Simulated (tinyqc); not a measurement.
Crystal pulling from the melt: segregation, interface stability, heat balance and point-defect regime: one step, computed by the program tinyqc.

A dilute solute; steady pulling with a flat interface unless it is found unstable.

Question. Constitutional supercooling. Liquidus slope per concentration (van 't Hoff): |m| = k_B T_m^2 (1 - k0)/L. Solute gradient at the interface: G_C = (V/D) C_s (1 - k0)/k0. Constitutional supercooling sets in when |m| G_C > G_L. Critical C_s from the equality.

Inputs (values chosen for the exercise, modelled on germanium in silicon): equilibrium coefficient k0 = 0.33; diffusivity in the melt D = 0.00013 cm^2/s; pull rate V = 0.55 mm/min; gradient in the melt G_L = 9.6 K/cm; latent heat per volume L = 4060 J/cm^3; melting point T_m = 1685 K.

C_s = 2.092456e+18 1/cm^3

Constants: k_B = 1.380649e-23 J/K.

Give: |m|; |m| G_C; critical C_s; ratio |m| G_C/G_L.

Answer.

|m| = 6.4689e-21 K cm^3

|m| G_C = 0.19378 K/cm

critical C_s = 1.0366e+20 1/cm^3

ratio |m| G_C/G_L = 0.020186

The interface is stable by this test, with a margin of 50.
